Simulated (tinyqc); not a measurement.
# Changing the mean atomic mass M

Model: estimate of lattice thermal conductivity from elastic moduli (Slack, Klemens and Cahill formulas). Computed by tinyqc, a small Python program. Command: `OMP_NUM_THREADS=1 python tinyqc.py 3014903 3014904 out.jsonl slack sweep`. One thread of a shared host (Intel(R) Xeon(R) Processor @ 2.30GHz), about 0.01 s of CPU time with the checks.

An isotropic solid.

Inputs (values chosen for the exercise, for a model crystal):
```
quantity                      value        unit
bulk modulus B                  117         GPa
shear modulus G                30.1         GPa
volume per atom V              13.6  angstrom^3
atoms per primitive cell n        2           -
temperature T                   300           K
disorder parameter Gamma    0.00023           -
grain size d                    830          nm
```

Grueneisen parameter: from the Poisson ratio.

Constants: u = 1.6605390666e-27 kg; hbar = 1.054571817e-34 J s; k_B = 1.380649e-23 J/K; h = 6.62607015e-34 J s.

Method:
- rho = M/V; vL = sqrt((B + 4G/3)/rho), vT = sqrt(G/rho); v_m = [(vL^-3 + 2 vT^-3)/3]^(-1/3); Poisson ratio sigma = (3B - 2G)/(6B + 2G); Theta = hbar v_m (6 pi^2/V)^(1/3)/k_B.
- Empirical rule gamma = (3/2) (1 + sigma)/(2 - 3 sigma).
- Slack, an estimate for T near or above Theta_a: kappa = A M Theta_a^3 delta n^(1/3)/(gamma^2 T) in W/(m K), with M in u, delta = V^(1/3) in angstrom, Theta_a = Theta n^(-1/3) and A = 2.43e-6/(1 - 0.514/gamma + 0.228/gamma^2).
- High-temperature forms with the classical heat capacity. Klemens: kappa/kappa_0 = arctan(u)/u, u^2 = pi^2 Theta V Gamma kappa_0/(h v_m^2). Grains: 1/kappa_poly = 1/kappa + 1/(C v_m d/3), C = 3 k_B/(n V), the acoustic branches alone.
- Cahill minimum: kappa_min = (pi/6)^(1/3) k_B V^(-2/3) sum over L, T, T of v (T/Theta_i)^2 int_0^(Theta_i/T) x^3 e^x/(e^x - 1)^2 dx, Theta_i = Theta v_i/v_m (64 Gauss-Legendre points).
- Its high-temperature limit is (1/2) (pi/6)^(1/3) k_B V^(-2/3) (vL + 2 vT).

One run for each value; columns: (1) mean atomic mass M (u); (2) kappa of the perfect crystal (W/(m K)); (3) Debye temperature Theta (K); (4) kappa_min (W/(m K)); (5) kappa with point defects (W/(m K)):
```
(1)     (2)     (3)     (4)     (5)
10   8.5841  699.27  1.3529  8.5588
15   7.0089  570.95  1.2423  6.9882
24   5.5410  451.38  1.0878  5.5247
36   4.5242  368.55  0.9465  4.5109
55   3.6603  298.17  0.8028  3.6495
85   2.9443  239.85  0.6677  2.9357
130  2.3808  193.94  0.5519  2.3738
200  1.9195  156.36  0.4516  1.9138
```

Over the rows, kappa of the perfect crystal (W/(m K)) falls from 8.58 to 1.92 (exponent d ln y / d ln x about -0.50 throughout); Debye temperature Theta (K) falls from 699 to 156 (exponent d ln y / d ln x about -0.50 throughout); kappa_min (W/(m K)) falls from 1.35 to 0.452 (exponent d ln y / d ln x -0.21 between the first rows and -0.47 between the last). The exponent of kappa of the perfect crystal stays at -0.50: M Theta^3 scales as M^(-1/2) at fixed moduli. The exponent of Debye temperature Theta stays at -0.50: velocities scale as rho^(-1/2). At fixed moduli and volume a heavier crystal has slower sound: every velocity and Theta go as M^(-1/2), and so does kappa_min once T is well above Theta.

Caution (rows 10.0, 15.0, 24.0): T lies below Theta_a, where umklapp processes begin to freeze out and the Slack formula can fall short.

Extremes, crossings and ranges named in words are read from the listed rows.
